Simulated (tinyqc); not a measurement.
# MOSFET in the linear regime without short-channel effects, parameter extraction from computed curves: what changes with what

Inversion charge Q = Cox n Vt W0(exp((Vg - VT)/(n Vt))), W0 the Lambert function and n = nf; u = Q/Cox; mobility mu = mu0/(1 + th1 u + th2 u^2); channel resistance Rch = (L - dL)/(W mu Q); Id = Vd/(Rch + Rsd/W). Cox = eps0 eox/tox. Small Vd, no channel-length or drain effects.

Parameters, values chosen for the exercise; channel values of the order met in silicon transistors:
- T = 300 K (temperature)
- eox = 3.9 (relative permittivity of the gate insulator (close to silicon dioxide))
- tox = 3.3 nm (insulator thickness)
- mu0 = 480 cm^2/(V s) (low-field mobility)
- th1 = 0.11 1/V (first mobility attenuation factor)
- th2 = 0 1/V^2 (second mobility attenuation factor)
- VT = 0.63 V (threshold voltage)
- nf = 1.39 (body factor)
- W = 1 um (gate width)
- L = 0.34 um (drawn gate length)
- dL = 0.008 um (drawn less effective length)
- Rsd = 170 ohm um (source plus drain resistance)
- Vd = 0.02 V (drain voltage)

Constants: q = 1.602176634e-19 C, kB = 1.380649e-23 J/K, Vt = kB T/q, eps0 = 8.8541878128e-14 F/cm where lengths are in cm. Results are converted to the units shown.

Each table varies one quantity; the others keep the values above.

## Extraction methods against the drawn gate length

From the continuous curve Id(Vg): tangent at peak gm (V_ext = Vg - Id/gm); constant current Id = 0.1 uA W/L; peak of d2Id/dVg2; Y = Id/sqrt(gm) drawn through Vg = VT + 0.6 and VT + 0.8 V, with intercept VT_Y and slope s. Mobilities gm,max L/(W Cox Vd) and s^2 L/(W Cox Vd) with the drawn L. Last column: share of Rsd/W in the total resistance at VT + 0.8 V.

Extraction methods against the drawn gate length:

| L (um) | V_ext (V) | constant current (V) | second derivative (V) | VT_Y (V) | mobility from gm (cm^2/(V s)) | mobility from Y (cm^2/(V s)) | series share (%) |
|---|---|---|---|---|---|---|---|
| 0.03 | 0.590 | 0.581 | 0.602 | 0.676 | 267 | 583 | 71.4 |
| 0.062 | 0.608 | 0.588 | 0.612 | 0.676 | 297 | 490 | 50.5 |
| 0.13 | 0.623 | 0.591 | 0.617 | 0.676 | 328 | 455 | 31.1 |
| 0.27 | 0.635 | 0.593 | 0.620 | 0.676 | 355 | 440 | 17.4 |
| 0.56 | 0.645 | 0.593 | 0.621 | 0.676 | 375 | 433 | 9.07 |
| 1.2 | 0.652 | 0.594 | 0.622 | 0.676 | 388 | 430 | 4.41 |
| 2.4 | 0.656 | 0.594 | 0.622 | 0.676 | 395 | 429 | 2.25 |
| 5 | 0.659 | 0.594 | 0.622 | 0.676 | 400 | 428 | 1.09 |

Read the table: what changes, and by how much?

The model has VT = 0.63 V and mu0 = 480 cm^2/(V s). Over the table the extracted thresholds move by 69 mV (tangent), 13 mV (constant current), 20 mV (second derivative), under 0.5 mV (Y function). The mobility from gm rises from 267 to 400 and that from Y falls from 583 to 428 cm^2/(V s).

## Extraction methods against the second mobility attenuation factor

Same model as above.

Results:

| th2 (1/V^2) | V_ext (V) | constant current (V) | second derivative (V) | VT_Y (V) | mobility from gm (cm^2/(V s)) | mobility from Y (cm^2/(V s)) | series share (%) |
|---|---|---|---|---|---|---|---|
| 0 | 0.639 | 0.593 | 0.620 | 0.676 | 362 | 437 | 14.2 |
| 0.12 | 0.636 | 0.593 | 0.620 | 0.704 | 357 | 501 | 13.6 |
| 0.18 | 0.635 | 0.593 | 0.620 | 0.718 | 355 | 538 | 13.3 |
| 0.24 | 0.634 | 0.593 | 0.620 | 0.733 | 353 | 578 | 13.0 |
| 0.3 | 0.633 | 0.593 | 0.620 | 0.747 | 351 | 623 | 12.8 |
| 0.36 | 0.633 | 0.593 | 0.620 | 0.761 | 349 | 672 | 12.5 |

Estimate the missing row, th2 = 0.06 1/V^2.

Computed row:

| th2 (1/V^2) | V_ext (V) | constant current (V) | second derivative (V) | VT_Y (V) | mobility from gm (cm^2/(V s)) | mobility from Y (cm^2/(V s)) | series share (%) |
|---|---|---|---|---|---|---|---|
| 0.06 | 0.637 | 0.593 | 0.620 | 0.690 | 359 | 468 | 13.9 |

With this row back in the table: The model has VT = 0.63 V and mu0 = 480 cm^2/(V s). Over the table the extracted thresholds move by 6.0 mV (tangent), under 0.5 mV (constant current), under 0.5 mV (second derivative), 85 mV (Y function). The mobility from gm falls from 362 to 349 and that from Y rises from 437 to 672 cm^2/(V s).

Computed by the program tinyqc: `OMP_NUM_THREADS=1 python tinyqc.py 2210101 2210102 out.jsonl`, one thread of a shared Intel Xeon 2.30GHz, about 0.01 s for the whole run.
